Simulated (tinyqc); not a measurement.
Carrier statistics of a doped semiconductor with parabolic bands: one step. Intrinsic density and level. Five cases, with inputs chosen for the exercise.

Task: With Boltzmann statistics ni = sqrt(Nc Nv) exp(-Eg/2kT) and Ei = Eg/2 + (kT/2) ln(Nv/Nc), counted from Ev.

Case 1.

Eg = 1.4973943 eV
kT = 0.00663535 eV
Nc = 5.595755e+16 1/cm^3
Nv = 1.224922e+18 1/cm^3

Case 2.

Eg = 3.4438412 eV
kT = 0.03016067 eV
Nc = 2.913650e+18 1/cm^3
Nv = 5.585178e+19 1/cm^3

Case 3.

Eg = 1.1540751 eV
kT = 0.01723467 eV
Nc = 1.458176e+19 1/cm^3
Nv = 5.962287e+18 1/cm^3

Case 4.

Eg = 1.4959304 eV
kT = 0.01292600 eV
Nc = 1.473664e+17 1/cm^3
Nv = 3.224321e+18 1/cm^3

Case 5.

Eg = 3.1958056 eV
kT = 0.03016067 eV
Nc = 2.267064e+19 1/cm^3
Nv = 3.991524e+19 1/cm^3

Give: ni; Ei.

Result:

Case 1.

ni = 2.60e-32 1/cm^3
Ei = 0.7589 eV

Ei lies 10.2 meV above midgap, towards the band with the smaller density of states.

Case 2.

ni = 2.05e-06 1/cm^3
Ei = 1.7665 eV

Ei lies 44.5 meV above midgap, towards the band with the smaller density of states.

Case 3.

ni = 2.68e+04 1/cm^3
Ei = 0.5693 eV

Ei lies 7.7 meV below midgap, towards the band with the smaller density of states.

Case 4.

ni = 5.10e-08 1/cm^3
Ei = 0.7679 eV

Ei lies 19.9 meV above midgap, towards the band with the smaller density of states.

Case 5.

ni = 0.000295 1/cm^3
Ei = 1.6064 eV

Ei lies 8.5 meV above midgap, towards the band with the smaller density of states.

Computed by tinyqc, one run a case: `OMP_NUM_THREADS=1 python tinyqc.py N N+1 out.jsonl` with N = 1652145, 1652216, 1652336, 1652338, 1652393; one thread of a shared Intel(R) Xeon(R) Processor @ 2.30GHz, about 0.01 s a run at most.
